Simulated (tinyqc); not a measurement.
## Minority carriers and saturation current of a heavily doped emitter: effect of the contact

n-type, parabolic bands, full ionisation. eta = (EF - Ec)/kB T solves N = Nc F12(eta), F12(x) = (2/sqrt(pi)) int_0^infinity sqrt(u)/(1 + exp(u - x)) du. The gap shrinks rigidly by dEg = E1 [ln(N/N0) + sqrt(ln^2(N/N0) + 0.5)], an empirical law that is here taken as the true narrowing.

ni = sqrt(Nc Nv) exp(-Eg/(2 Vt)), Eg in volts; degeneracy factor g = F12(eta) exp(-eta); nie^2 = ni^2 exp(dEg/kB T) g, p0 = nie^2/N; apparent narrowing dEg + kB T ln g. 1/tau = Cn N^2 + 1/ts, D = mup Vt, L = sqrt(D tau); J0 = (q p0 D/L)(s + tanh(W/L))/(1 + s tanh(W/L)), s = S L/D; the share recombining inside is 1 - 1/[cosh(W/L)(1 + tanh(W/L)/s)].

Parameters, values chosen for the exercise; band and dielectric values close to those of silicon: temperature T = 400 K; band gap Eg = 1.13 eV; conduction-band density of states at 400 K Nc = 4.31e19 cm^-3; valence-band density of states at 400 K Nv = 4.02e19 cm^-3; ionised donor density N = 2.4e20 cm^-3; energy of the narrowing law E1 = 6.8 meV; density of the narrowing law N0 = 1.8e17 cm^-3; minority-hole mobility mup = 220 cm^2/(V s); Auger coefficient Cn = 1.9e-31 cm^6/s; defect lifetime ts = 2 us; emitter width W = 660 nm.

Constants: q = 1.602176634e-19 C, kB = 1.380649e-23 J/K, Vt = kB T/q. Results are converted to the units shown.

Effect of the contact:

| S (cm/s) | J0 (fA/cm^2) | share inside (%) |
|---|---|---|
| 80 | 5.220e6 | 100.0 |
| 340 | 5.220e6 | 99.98 |
| 1500 | 5.221e6 | 99.92 |
| 6200 | 5.223e6 | 99.65 |
| 26000 | 5.231e6 | 98.64 |
| 1.1e5 | 5.258e6 | 95.48 |
| 4.8e5 | 5.307e6 | 89.83 |
| 2.1e6 | 5.343e6 | 85.74 |
| 8.8e6 | 5.356e6 | 84.32 |

What does the table show?

J0 rises from 5.22e6 to 5.36e6 fA/cm^2, between the limits q p0 (D/L) tanh(W/L) = 5.22e6 and q p0 (D/L) coth(W/L) = 5.36e6; W/L = 2.5, so passivating the contact can gain at most a factor of 1.03.

Range of the model: Band tails, non-parabolic bands and incomplete ionisation are left out.

Program tinyqc, `OMP_NUM_THREADS=1 python tinyqc.py 2330165 2330166 out.jsonl`; Intel Xeon 2.30GHz, shared host, one thread, about 0.01 s.
